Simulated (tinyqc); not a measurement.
# Worked calculation: frequency dispersion of an accumulation capacitance by border traps, distributed model

Computed by the program tinyqc: `OMP_NUM_THREADS=1 python tinyqc.py 2202045 2202046 out.jsonl`, one thread of a shared Intel Xeon 2.30GHz, about 0.4 s for the whole run. Printed values are rounded.

Traps spread evenly through the insulator exchange electrons with the semiconductor by tunnelling, with tau(x) = t0 exp(2 ka x) at depth x from the interface. The admittance per area Y seen at depth x obeys dY/dx = -Y^2/(i w eps0 eox) + q Nb ln(1 + i w tau)/tau, with Y(0) = i w Cs and w = 2 pi f; the gate sees Y(tox) = G + i w C. Working variable y = Y/(i w), in uF/cm^2. Cox = eps0 eox/tox.

Inputs (values chosen for the exercise); permittivity close to that of zirconium oxide: relative permittivity of the insulator eox = 22.6; insulator thickness tox = 3.4 nm; semiconductor capacitance in accumulation Cs = 0.5 uF/cm^2; density of border traps Nb = 9.1e19 cm^-3 eV^-1; decay constant of the wave function in the insulator ka = 5.4 1/nm; time constant of a trap at the interface t0 = 1e-9 s; frequency f = 100 Hz; depth down to which the steps are taken xe = 1.8 nm.

Constants: q = 1.602176634e-19 C, eps0 = 8.8541878128e-14 F/cm where lengths are in cm. Results are converted to the units shown.

## Scales and lumped estimate

Cox; trap-free value 1/(1/Cox + 1/Cs); response depth d = ln(1/(w t0))/(2 ka), where w tau = 1; lumped estimate: all traps within d act as C_bt = q Nb d placed at d/2, so C = 1/{1/[1/(1/Cs + d/(2 eps0 eox)) + C_bt] + (tox - d/2)/(eps0 eox)}.

Cox = 5.88543 uF/cm^2
trap-free C = 0.460848 uF/cm^2
d = 1.32224 nm
C_bt = 1.92780 uF/cm^2
lumped C = 1.81768 uF/cm^2

The traps within reach amount to 3.86 Cs and lie in the first 38.9 % of the insulator.

## Midpoint steps through the active depth

In terms of y: dy/dx = -y^2/(eps0 eox) + s(x), s = q Nb ln(1 + z)/z, z = i w tau. 11 midpoint steps of h = xe/11: y_half = y + (h/2) y'(x, y), y(new) = y + h y'(x + h/2, y_half).

```
point,x (nm),s (uF/(cm^2 nm)),y (uF/cm^2)
0,0,1.45798+0.00000i,0.50000+0.00000i
1,0.163636,1.45798+0.00000i,0.73545+0.00000i
2,0.327273,1.45798-0.00002i,0.96809+0.00000i
3,0.490909,1.45798-0.00009i,1.19707-0.00001i
4,0.654545,1.45798-0.00054i,1.42160-0.00004i
5,0.818182,1.45797-0.00315i,1.64097-0.00025i
6,0.981818,1.45767-0.01844i,1.85452-0.00149i
7,1.14545,1.44745-0.10685i,2.06139-0.00868i
8,1.30909,1.20091-0.47152i,2.25223-0.04831i
9,1.47273,0.39507-0.47194i,2.33590-0.14093i
10,1.63636,0.07536-0.16634i,2.32007-0.18291i
11,1.8,0.01310-0.04320i,2.28211-0.18981i
```

## Capacitance and conductance at the gate

y at xe = 2.28211-0.18981i uF/cm^2

Beyond xe the traps are ignored, so 1/y(tox) = 1/y(xe) + (tox - xe)/(eps0 eox); C = Re y, G/w = -Im y, loss tangent G/(w C).

y at the gate = 1.93169-0.13573i uF/cm^2
C = 1.93169 uF/cm^2
G/w = 0.135729 uF/cm^2
loss tangent = 0.0702644

A fine integration over the whole insulator gives C = 1.9343 and G/w = 0.1388 uF/cm^2; the coarse G/w is 2.2 % below that. The fine C is 4.20 times the trap-free value, and the lumped estimate is 6.0 % below the fine result.
